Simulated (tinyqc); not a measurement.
# Worked calculation: threshold of a short bulk MOSFET: charge sharing, barrier lowering, narrow width

Program tinyqc, `OMP_NUM_THREADS=1 python tinyqc.py 2002051 2002052 out.jsonl`; Intel Xeon 2.30GHz, shared host, one thread, about 0.01 s. Printed values are rounded.

n-channel device on a p-type body, depletion approximation, full ionisation. Uniform doping N = Na. Vbi from Boltzmann statistics is rough for the degenerate source. Cox = eps0 eox/tox.

Inputs (values chosen for the exercise); band and dielectric values close to those of silicon: temperature T = 350 K; band gap Eg = 1.14 eV; relative permittivity eps_r = 11.5; conduction-band density of states at T Nc = 3.48e19 cm^-3; valence-band density of states at T Nv = 3.34e19 cm^-3; relative permittivity of the gate insulator (close to silicon dioxide) eox = 3.9; insulator thickness tox = 2.8 nm; channel doping Na = 1.7e17 cm^-3; source and drain doping Nsd = 1e20 cm^-3; flat-band voltage for the doping Na Vfb = -0.8 V; junction depth xj = 22 nm; body-source voltage Vbs = -1 V; drain-source voltage Vds = 0.5 V; gate width W = 720 nm; shape factor of the fringing depletion at the width edges xw = 0.7854; channel length L = 260 nm.

Constants: q = 1.602176634e-19 C, kB = 1.380649e-23 J/K, Vt = kB T/q, eps0 = 8.8541878128e-14 F/cm where lengths are in cm. Results are converted to the units shown.

## Long-channel threshold and scales

ni = sqrt(Nc Nv) exp(-Eg/(2 Vt)), Eg in volts; 2 pB = 2 Vt ln(N/ni); flat band Vfb - Vt ln(N/Na); Wd = sqrt(2 eps0 eps_r (2 pB - Vbs)/(q N)); body term q N Wd/Cox; long-channel VT0 = flat band + 2 pB + body term; Vbi = Vt ln(N Nsd/ni^2); scale length l = sqrt((eps_r/eox) tox Wd).

N = 1.7e17 cm^-3
2 pB = 0.8202340 V
flat band = -0.8 V
Wd = 116.6601 nm
body term = 0.2576477 V
VT0 = 0.2778817 V
Vbi = 1.012572 V
l = 31.03536 nm

## Short-channel and narrow-width shifts

Charge sharing (trapezoid; it ignores Vds): F = (xj/L)(sqrt(1 + 2 Wd/xj) - 1), lowering = body term times F. Barrier lowering: th = exp(-L/(2 l)) + 2 exp(-L/l), lowering = th [2 (Vbi - 2 pB) + Vds], DIBL = th. Narrow width: rise = body term times xw Wd/W. VT by each model = VT0 - lowering + rise.

F = 0.2036421
lowering by charge sharing = 52.46791 mV
th = 0.01562486
lowering of the barrier = 13.82295 mV
DIBL = 15.62486 mV/V
narrow-width rise = 32.78739 mV
VT, charge sharing = 0.2582012 V
VT, barrier lowering = 0.2968461 V

L is 8.38 scale lengths. The charge-sharing lowering is 3.80 times the barrier lowering; the first falls off as 1/L and the second exponentially. Both describe the same loss of gate control, so they are alternatives and are not added.
